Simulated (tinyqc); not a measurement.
Ferroelectric with a first-order transition, Landau-Devonshire energy: one step of the calculation.

One domain with free energy u = al P^2 + be P^4 + ga P^6 - E P, al = a0 (T - T0), be < 0 < ga (P in uC/cm^2, E in kV/cm, u in mJ/cm^3). Equilibrium: E = 2 al P + 4 be P^3 + 6 ga P^5; a state is stable against small changes where dE/dP > 0. The coercive field is that of uniform switching, which real films, switching by domains, do not reach.

Problem. Polarisation on the upper branch by Newton steps. f = 2 al P + 4 be P^3 + 6 ga P^5 - Ea, f' = 2 al + 12 be P^2 + 30 ga P^4, P(new) = P - f/f'.

Values chosen for this exercise: quartic coefficient be = -0.0036 kV cm^5/uC^3; sixth-order coefficient ga = 3.4e-6 kV cm^9/uC^5; applied field Ea = -54 kV/cm.

P after iteration 1 = 33.396905 uC/cm^2
al = -2.95 kV cm/uC

Give: f; f'; P after iteration 2.

Solution.

f = 168.1 kV/cm
f' = 72.81 kV cm/uC
P after iteration 2 = 31.09 uC/cm^2

Computed by the program tinyqc: `OMP_NUM_THREADS=1 python tinyqc.py 2860119 2860120 out.jsonl`, one thread of a shared Intel Xeon 2.30GHz, about 0.01 s for the whole run.
